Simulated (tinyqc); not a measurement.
Short-channel transistor, virtual-source model with series resistance: effect of the series resistance of each contact on the on and off currents.

The current per gate width is the charge at the top of the source barrier (the virtual source) times its velocity times a saturation function; al and be are fitting constants of the model. Units: I in uA/um, Rs in ohm um, so I Rs = 1e-6 I Rs in volts; Q in uC/cm^2, so I = 1e-4 Q vx0 Fsat with vx0 in cm/s.

Intrinsic voltages Vg' = Vgs - I Rs, Vd' = Vds - 2 I Rs. n = n0 + nd Vd', VT = VT0 - dl Vd', Ff = 1/(1 + exp((Vg' - VT + al Vt/2)/(al Vt))), Q = Cinv n Vt ln(1 + exp((Vg' - VT + al Vt Ff)/(n Vt))), Vdsat = (vx0 L/mu)(1 - Ff) + Vt Ff, Fsat = u/(1 + u^be)^(1/be) with u = Vd'/Vdsat, and I = Q vx0 Fsat per width. I is solved self-consistently. Ion is I at Vgs = Vds = 0.75 V, Ioff at Vgs = 0, Vds = 0.75 V, and Rlin = Vds/I at Vgs = 0.75 V, Vds = 0.05 V.

Parameters, values chosen for the exercise:
- T = 300 K (temperature)
- Cinv = 1.67 uF/cm^2 (inversion capacitance)
- vx0 = 2.24e7 cm/s (velocity at the virtual source)
- mu = 990 cm^2/(V s) (apparent mobility)
- L = 25 nm (channel length)
- VT0 = 0.36 V (threshold at zero drain voltage)
- dl = 0.037 V/V (drain-induced barrier lowering)
- n0 = 1.47 (subthreshold factor)
- nd = 0 1/V (growth of n with drain voltage)
- al = 3.5 (threshold shift (in units of Vt) from weak to strong inversion)
- be = 1.4 (sharpness of saturation)

Constants: q = 1.602176634e-19 C, kB = 1.380649e-23 J/K, Vt = kB T/q. Results are converted to the units shown.

Effect of the series resistance of each contact on the on and off currents:

| Rs (ohm um) | Ion (uA/um) | Ioff (nA/um) | log10(Ion/Ioff) | Rlin (ohm um) |
|---|---|---|---|---|
| 0 | 1536 | 221.3 | 3.841 | 59.44 |
| 25 | 1395 | 221.2 | 3.800 | 98.22 |
| 50 | 1279 | 221.2 | 3.762 | 144.8 |
| 100 | 1096 | 221.1 | 3.695 | 242.7 |
| 150 | 960.0 | 221.1 | 3.638 | 342.0 |
| 200 | 854.4 | 221.0 | 3.587 | 441.7 |
| 300 | 701.3 | 220.9 | 3.502 | 641.4 |
| 400 | 595.5 | 220.7 | 3.431 | 841.3 |

As Rs goes from 0 to 400 ohm um, Ion falls from 1540 to 596 uA/um, Ioff stays near 221 nA/um and Rlin rises from 59.4 to 841 ohm um. Ion changes by a factor of 0.388 and Ioff by 0.998. The off current drops so little voltage over Rs that it changes by under 1 %.

tinyqc, about 0.01 s, one thread, Intel Xeon 2.30GHz (shared host): `OMP_NUM_THREADS=1 python tinyqc.py 2380074 2380075 out.jsonl`
